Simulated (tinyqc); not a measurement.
Metal gate on a two-layer dielectric stack with fixed charge and a dipole: two steps of the calculation.

Gate, layer 2, layer 1, p-type semiconductor; x runs from the gate inwards. Charges are counted in units of +q. psi is the band bending at the surface, positive towards inversion. Classical charge, Boltzmann statistics, no interface traps.

Values chosen for this exercise; band and dielectric values close to those of silicon, layer 1 close to silicon nitride, layer 2 close to hafnium oxide:
- T = 300 K (temperature)
- Eg = 1.12 eV (band gap)
- eps_r = 11.6 (relative permittivity)
- Nc = 2.8e19 cm^-3 (conduction-band density of states at T)
- Nv = 2.65e19 cm^-3 (valence-band density of states at T)
- chi = 4 eV (electron affinity)
- Na = 2.5e18 cm^-3 (acceptor density)
- pM = 4.54 eV (work function of the gate metal)
- t1 = 1.4 nm (thickness of layer 1, next to the semiconductor)
- e1 = 7.23 (relative permittivity of layer 1)
- t2 = 4.5 nm (thickness of layer 2, next to the gate)
- e2 = 22.1 (relative permittivity of layer 2)
- Q1 = 1e12 cm^-2 (fixed charge at the semiconductor interface)
- Q2 = 4.7e12 cm^-2 (fixed charge between the layers)
- r1 = 0 cm^-3 (uniform charge density in layer 1)
- r2 = 1.1e18 cm^-3 (uniform charge density in layer 2)
- Vd = 0 V (flat-band shift by a dipole layer between the layers)
- ps = 1.102 V (band bending psi of the working point)

Constants: q = 1.602176634e-19 C, kB = 1.380649e-23 J/K, Vt = kB T/q, eps0 = 8.8541878128e-14 F/cm where lengths are in cm. Results are converted to the units shown.

Problem 1. Flat-band voltage, term by term. EOT = 3.9 (t1/e1 + t2/e2), Cox = eps0/(t1/e1 + t2/e2); phi_ms = pM - (chi + Eg - Vt ln(Nv/Na)). Vfb = phi_ms + Vd - (q/eps0) [Q1 (t1/e1 + t2/e2) + Q2 t2/e2 + r1 (t1^2/(2 e1) + t1 t2/e2) + r2 t2^2/(2 e2)]: each charge counts with its electrical distance from the gate.

Wanted: terms; Vfb.

Solution 1.

terms (V): phi_ms -0.51897, dipole 0.00000, Q1 -0.07188, Q2 -0.17317, r1 0.00000, r2 -0.00912
Vfb = -0.77314 V

Apart from phi_ms the largest term is that of Q2, -173 mV; all charges and the dipole together move Vfb by -254 mV.

Problem 2. Charge in the semiconductor. ni = sqrt(Nc Nv) exp(-Eg/(2 Vt)), Eg in volts. Qs = -sign(psi) sqrt(2 q eps0 eps_r Na Vt [exp(-u) + u - 1 + (ni/Na)^2 (exp(u) - u - 1)]), u = psi/Vt.

Give: Qs.

Solution 2.

Qs = -1.464 uC/cm^2

The surface is in strong inversion: psi exceeds 2 Vt ln(Na/ni) = 0.997 V.

tinyqc, about 0.01 s, one thread, Intel Xeon 2.30GHz (shared host): `OMP_NUM_THREADS=1 python tinyqc.py 2010097 2010098 out.jsonl`
